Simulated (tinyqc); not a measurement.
Inside a calculation. Method: Hueckel theory of the pi electrons, for the molecule [CH2+]c1cc(C=O)ccc1F (SMILES; centres numbered as the heavy atoms are written). One step of it, computed by the program tinyqc.

Task: Orbitals. Diagonalise; E = alpha + x beta with beta < 0, so the largest x are filled first; degenerate levels share their electrons. P = sum n_i c_ri c_si; each orbital has its largest coefficient positive (the first on a tie).

Hueckel matrix in units of beta (H = alpha + beta A):
```
           1C        2C        3C        4C        5C        6O        7C        8C
1C   0.000000  1.000000  0.000000  0.000000  0.000000  0.000000  0.000000  0.000000
2C   1.000000  0.000000  1.000000  0.000000  0.000000  0.000000  0.000000  0.000000
3C   0.000000  1.000000  0.000000  1.000000  0.000000  0.000000  0.000000  0.000000
4C   0.000000  0.000000  1.000000  0.000000  1.000000  0.000000  1.000000  0.000000
5C   0.000000  0.000000  0.000000  1.000000  0.000000  0.860000  0.000000  0.000000
6O   0.000000  0.000000  0.000000  0.000000  0.860000  0.870000  0.000000  0.000000
7C   0.000000  0.000000  0.000000  1.000000  0.000000  0.000000  0.000000  1.000000
8C   0.000000  0.000000  0.000000  0.000000  0.000000  0.000000  1.000000  0.000000
9C   0.000000  1.000000  0.000000  0.000000  0.000000  0.000000  0.000000  1.000000
10F  0.000000  0.000000  0.000000  0.000000  0.000000  0.000000  0.000000  0.000000

           9C       10F
1C   0.000000  0.000000
2C   1.000000  0.000000
3C   0.000000  0.000000
4C   0.000000  0.000000
5C   0.000000  0.000000
6O   0.000000  0.000000
7C   0.000000  0.000000
8C   1.000000  0.000000
9C   0.000000  0.610000
10F  0.610000  3.180000
```

pi electrons, sum of z_r less the charge = 10

Give: x values; occupations; coefficients; charge and bond-order matrix P.

Result:

x values: 3.3228  2.1757  1.5996  1.2038  0.9345  -0.0162  -0.3514  -1.1499  -1.4735  -2.1954

occupations: 2.0000  2.0000  2.0000  2.0000  2.0000  0.0000  0.0000  0.0000  0.0000  0.0000

coefficients:
```
        MO1      MO2      MO3      MO4      MO5      MO6      MO7      MO8
1C   0.0257   0.1772  -0.2704  -0.3309   0.0484   0.7564   0.0726   0.2544
2C   0.0854   0.3855  -0.4325  -0.3983   0.0452  -0.0122  -0.0255  -0.2925
3C   0.0318   0.3993  -0.1013  -0.2135  -0.4128  -0.3898  -0.3893   0.3851
4C   0.0204   0.4833   0.2705   0.1414  -0.4310   0.0186   0.1623  -0.1504
5C   0.0068   0.3003   0.4617  -0.1397   0.0409   0.0227   0.6387   0.1919
6O   0.0024   0.1978   0.5443  -0.3599   0.5456  -0.0220  -0.4497  -0.0817
7C   0.0293   0.3519   0.0722   0.5233  -0.0309   0.3668  -0.3064  -0.4041
8C   0.0769   0.2823  -0.1550   0.4886   0.4021  -0.0245  -0.0546   0.6151
9C   0.2261   0.2623  -0.3201   0.0649   0.4066  -0.3664   0.3256  -0.3032
10F  0.9658  -0.1593   0.1236  -0.0200  -0.1105   0.0699  -0.0562   0.0427

         MO9     MO10
1C    0.3185  -0.1984
2C   -0.4694   0.4355
3C   -0.0130  -0.4017
4C    0.4885   0.4463
5C   -0.4219  -0.2284
6O    0.1548   0.0641
7C   -0.2849  -0.3498
8C   -0.0686   0.3215
9C    0.3861  -0.3561
10F  -0.0506   0.0404
```

charge and bond-order matrix P:
```
          1C       2C       3C       4C       5C       6O       7C       8C
1C    0.4340   0.6429   0.2992  -0.1092  -0.0465   0.0669  -0.2622  -0.0966
2C    0.6429   1.0073   0.5336  -0.0095  -0.0517   0.0182  -0.2059   0.0119
3C    0.2992   0.5336   0.7733   0.6279   0.1726  -0.2488   0.0703  -0.2789
4C   -0.1092  -0.0095   0.6279   1.0257   0.4656  -0.0862   0.5549  -0.0163
5C   -0.0465  -0.0517   0.1726   0.4656   0.6492   0.7667   0.1297  -0.0762
6O    0.0669   0.0182  -0.2488  -0.0862   0.7667   1.5251  -0.1924   0.0303
7C   -0.2622  -0.2059   0.0703   0.5549   0.1297  -0.1924   0.8094   0.6674
8C   -0.0966   0.0119  -0.2789  -0.0163  -0.0762   0.0303   0.6674   1.0201
9C    0.2741   0.5028  -0.0747  -0.2426  -0.1199   0.1533   0.1944   0.6725
10F  -0.0711  -0.0589   0.0090   0.0419   0.0280  -0.0300  -0.0518  -0.0882

          9C      10F
1C    0.2741  -0.0711
2C    0.5028  -0.0589
3C   -0.0747   0.0090
4C   -0.2426   0.0419
5C   -0.1199   0.0280
6O    0.1533  -0.0300
7C    0.1944  -0.0518
8C    0.6725  -0.0882
9C    0.7839   0.1816
10F   0.1816   1.9719
```
